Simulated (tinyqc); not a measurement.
## Gap voltage and exponent from three temperatures

Problem. At constant current VBE(T) = Vg0 - a T - eta (kB T/q) ln T, where a is a constant. Find Vg0, eta and dVBE/dT at the middle temperature.

Constants: q = 1.602176634e-19 C, kB = 1.380649e-23 J/K. Results are converted to the units shown.

T (K): 233  253  390
VBE at a constant current (V): 0.8641956996  0.8291267115  0.5792512757

Solution. The relation is linear in Vg0, a and eta, so three points give a linear system; the slope is (VBE - Vg0 - eta kB T/q)/T. eta rests on the curvature of VBE(T) alone, so real fits need accuracy of some tens of microvolts or better.

Vg0 = 1.210 V
eta = 3.000
dVBE/dT = -1.764 mV/K

Program tinyqc, `OMP_NUM_THREADS=1 python tinyqc.py 2062160 2062161 out.jsonl`; Intel Xeon 2.30GHz, shared host, one thread, about 0.02 s.
